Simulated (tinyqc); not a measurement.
Potential-pH (Pourbaix) lines of a metal, its cation, its oxide and an oxyanion, with a complexing ligand: one step, computed by the program tinyqc. Command: `OMP_NUM_THREADS=1 python tinyqc.py 3018517 3018518 out.jsonl pourb walk`. One thread of a shared host (Intel(R) Xeon(R) Processor @ 2.30GHz), about 0.02 s of CPU time with the checks.

Potentials are against the standard hydrogen electrode; solids and water have unit activity; dG_f of M, H+ and the electron is zero; F = e N_A and s = R T ln(10)/F. The cation carries z = 3.

Question. Standard potentials. M3+ + 3e = M; (1/2) M2O3 + 3H+ + 3e = M + (3/2) H2O; MO2(-) + 4H+ + 3e = M + 2H2O. For each, E0 = -dG/(z F), and E = E0 + (s/z) log10 a - (s n_H/z) pH, with no activity term for the oxide.

Inputs (values chosen for the exercise, modelled on aluminium):
```
quantity                value    unit
dG_f of the cation     -477.6  kJ/mol
dG_f of the oxide     -1578.8  kJ/mol
dG_f of the oxyanion  -817.65  kJ/mol
dG_f of water         -237.14  kJ/mol
temperature T          298.15       K
```

Species: M, M3+, M2O3, MO2(-).

Constants: R = 8.314462618 J/(mol K); e = 1.602176634e-19 C; N_A = 6.02214076e+23 1/mol.

Give: s; E0.

Answer.

s = 0.05916 V

E0 (V): cation -1.650, oxide -1.498, oxyanion -1.186

The metal is less noble than hydrogen.
